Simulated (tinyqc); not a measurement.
Slope factor and drain-induced lowering from three currents.

Question. With source and body at 0 V, I = A exp((Vg + dd Vd)/(nf Vt)) (1 - exp(-Vd/Vt)). Find nf, the swing nf Vt ln 10 and dd.

Parameters, values chosen for the exercise: temperature T = 330 K.

Constants: q = 1.602176634e-19 C, kB = 1.380649e-23 J/K, Vt = kB T/q. Results are converted to the units shown.

currents at (Vg, Vd) = (0, 0.05), (0, 0.9) and (0.07, 0.9) V (nA/um): [0.0052207455, 0.034807146, 0.20196270]

Solution. The pair at equal Vd gives nf; the pair at equal Vg, after dividing out the factors 1 - exp(-Vd/Vt), gives dd.

nf = 1.400
swing = 91.67 mV/decade
dd = 0.08000

Program tinyqc, `OMP_NUM_THREADS=1 python tinyqc.py 2242267 2242268 out.jsonl`; Intel Xeon 2.30GHz, shared host, one thread, about 0.03 s.
